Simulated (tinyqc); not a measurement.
The fan of levels: Landau levels of massive Dirac electrons in two valleys.

H = hv (tau kx sx + ky sy) + (D/2) sz. Conduction levels E_N = sqrt(D^2/4 + 2N hv^2/l^2) - D/2 from the band edge; N = 1, 2, ... occur in both valleys, N = 0 in one valley only (its partner in the other valley lies at the valence edge). Each state is twofold in spin; spin splittings are left out.

In a field B along z: l = 1/sqrt((e/hbar) B) is the magnetic length, n_B = B/(h/e) the number of states per area in one level, hbar wc = 2 muB B/m for mass m in m0; 1/angstrom^2 = 1e16/cm^2.

Constants: e/hbar = 1.519267448e-05 1/(T angstrom^2); h/e = 413566.7697 T angstrom^2; muB = 5.788381798e-05 eV/T.

Parameters, chosen for this exercise (out of a larger set: a gapped graphene sheet; not measured data): hv = 7.22 eV angstrom (hbar v); D = 0.09 eV (gap); Bs = (2, 4, 6, 8, 10, 12, 15) T (fields).

The four lowest levels against B, with their labels in order.

Levels (meV):
```
B (T)  first  second   third  fourth    order
2.00    0.00   27.06   46.44   62.37  0 1 2 3
4.00    0.00   46.44   76.23  100.03  0 1 2 3
6.00    0.00   62.37  100.03  129.75  0 1 2 3
8.00    0.00   76.23  120.43  155.10  0 1 2 3
10.0    0.00   88.66  138.59  177.58  0 1 2 3
12.0    0.00  100.03  155.10  198.00  0 1 2 3
15.0    0.00  115.57  177.58  225.74  0 1 2 3
```

What does the comparison show?

The fourth level grows as B^0.68 over the first two rows and B^0.59 over the last two (1 for a parabolic band without a fixed offset such as a valley splitting, 1/2 for massless Dirac electrons). The order of the levels does not change. Level 1 follows hbar wc = 2 hv^2/(l^2 D) while that is small against D: 264.0 meV against 115.6 meV in the last row.

tinyqc: `OMP_NUM_THREADS=1 python tinyqc.py 1250094 1250095 out.jsonl`; about 0.01 s, one thread, shared Intel(R) Xeon(R) Processor @ 2.30GHz.
